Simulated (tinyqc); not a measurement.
Rapid thermal processing of a wafer: radiative balance, ramp and cooling, pattern effects, pyrometer error and spike budget: one step, computed by the program tinyqc.

The wafer is opaque and uniform through its thickness unless said otherwise; temperatures in formulas are in kelvin (C + 273.15). sigma = 5.670374419e-12 W/(cm^2 K^4).

Problem. Power to hold and to ramp. Effective emissivity between parallel grey plates: eps_eff = 1/(1/eps + 1/(1 - r) - 1). Loss per area q(T) = 2 eps_eff sigma (T^4 - T_w^4) + h (T - T_w). Absorbed power during a ramp = q(T) + C d x ramp rate; thermal time constant tau = C d/(dq/dT), dq/dT = 8 eps_eff sigma T^3 + h; natural cooling rate q/(C d); front-to-back difference under one-sided heating at the end of the ramp = (absorbed power) d/(2 k).

Inputs (values chosen for the exercise, modelled on a hot silicon wafer):

| quantity | value | unit |
|---|---|---|
| wafer thickness d | 725 | micrometre |
| heat capacity per volume C | 2.18 | J/(cm^3 K) |
| thermal conductivity k | 0.27 | W/(cm K) |
| emissivity eps of each face | 0.63 | - |
| reflectivity of the chamber walls r | 0.018 | - |
| gas heat-transfer coefficient h, both faces together | 7.9 | mW/(cm^2 K) |
| wall temperature T_w | 300 | K |
| process temperature | 978 | C |
| ramp rate | 25 | K/s |

Give: eps_eff; holding power q; power at the end of the ramp; dq/dT; time constant tau; natural cooling rate; front-to-back difference.

Solution.

eps_eff = 0.6228

holding power q = 24.76 W/cm^2

power at the end of the ramp = 28.72 W/cm^2

dq/dT = 63.23 mW/(cm^2 K)

time constant tau = 2.499 s

natural cooling rate = 156.7 K/s

front-to-back difference = 3.855 K

Radiation carries 70 % of the loss. The ramp needs 1.2 times the holding power.
